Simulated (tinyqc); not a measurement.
# Lossy on-chip transmission line with skin effect, step by step

Computed by the program tinyqc: `OMP_NUM_THREADS=1 python tinyqc.py 2810102 2810103 out.jsonl`, one thread of a shared Intel Xeon 2.30GHz, about 0.01 s for the whole run. Printed values are rounded.

A uniform line in a homogeneous dielectric: c = sqrt(er)/(c0 Z0), l = Z0 sqrt(er)/c0 (c0 = 299792458 m/s), g = w c td, w = 2 pi f. The resistance joins its limits as r = sqrt(r_dc^2 + r_hf^2), with r_dc = rho/(wd th), r_hf = kr rho/(2 delta (wd + th)), delta = sqrt(rho/(pi f mu0)), mu0 = 4 pi 1e-7 H/m; this is an interpolation, and internal inductance, up to 0.05 nH/mm at low frequency, is neglected.

Values chosen for this exercise:
- wd = 1.6 um (width of the strip)
- th = 0.92 um (thickness of the strip)
- rho = 2.9 uohm cm (resistivity)
- er = 3.5 (relative permittivity)
- td = 0.01 (loss tangent)
- Z0 = 50 ohm (lossless impedance sqrt(l/c))
- kr = 1.5 (factor for crowding and the return path)
- len = 2.2 mm (length)
- Rg = 25 ohm (source resistance)
- RL = 100 ohm (load resistance)
- CL = 20 fF (load capacitance)
- f = 6.8 GHz (frequency)

## Line constants

delta, r_dc, r_hf, r, l, c and g as defined.

delta = 1.03936 um
r_dc = 19.7011 ohm/mm
r_hf = 8.30413 ohm/mm
r = 21.3797 ohm/mm
l = 0.312021 nH/mm
c = 124.808 pF/m
g = 0.0533252 S/m

r is 1.09 times r_dc; the skin depth is 1.13 of the thickness.

## Propagation constant and impedance

gamma = sqrt((r + i w l)(g + i w c)) = alpha + i beta, Zc = sqrt((r + i w l)/(g + i w c)), roots with positive real part; loss 8.685889638 alpha in dB; phase velocity w/beta.

gamma len = 0.394816+0.703160i
Zc = 60.2681-33.0516i ohm
loss = 1.55878 dB/mm
phase velocity over c0 = 0.445899
r/(w l) = 1.60372

r exceeds w l, so the line behaves mainly as an RC line at this frequency.

## Reflection, input impedance and transfer

ZL = 1/(1/RL + i w CL); reflection (ZL - Zc)/(ZL + Zc); Zin = Zc (ZL + Zc tanh(gamma len))/(Zc + ZL tanh(gamma len)); H = V_load/V_source = [Zin/(Zin + Rg)]/[cosh(gamma len) + (Zc/ZL) sinh(gamma len)].

ZL = 99.2751-8.4832i ohm
reflection at the load = 0.191428+0.203827i
Zin = 67.8582-50.9605i ohm
H = 0.482071-0.338488i
|H| = -4.59712 dB
